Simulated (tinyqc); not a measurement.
Electromigration in a confined line: Blech product, Korhonen stress evolution and Black's law: one step, computed by the program tinyqc.

The electron wind pushes atoms from the cathode (x = 0) to the anode (x = L); blocking ends build a back stress (tension positive). The input rho is taken not to change with temperature. d sigma/dt = d/dx [kappa (d sigma/dx + G)], with zero flux at both ends and sigma = sigma_0 at t = 0.

Problem. Steady state and Blech product. At steady state sigma(x) = sigma_0 + G (L/2 - x). A void forms only if the cathode stress reaches sigma_c, that is if j L exceeds (j L)_c = 2 Omega (sigma_c - sigma_0)/(Z* e rho). Time scale tau = L^2/kappa.

Inputs (values chosen for the exercise, close to those used for copper lines):
```
quantity,value,unit
resistivity rho,2.6,micro-ohm cm
atomic volume Omega,11.8,angstrom^3
effective charge number Z*,0.99,-
critical stress sigma_c,150,MPa
initial stress sigma_0,25,MPa
current density j,2.2,MA/cm^2
line length L,13,um
test temperature T,290,C
```

Start: thermal stress.

stress gradient G = 7.688819 MPa/um

kappa = 1.281926e-14 m^2/s

Constants: e = 1.602176634e-19 C.

Give: steady cathode stress; j L; critical product (j L)_c; tau.

Solution.

steady cathode stress = 74.98 MPa

j L = 2860 A/cm

critical product (j L)_c = 7153 A/cm

tau = 3.662 h

j L is 0.400 times the critical product: the back stress stops the flux first, and the line is immortal in this model.
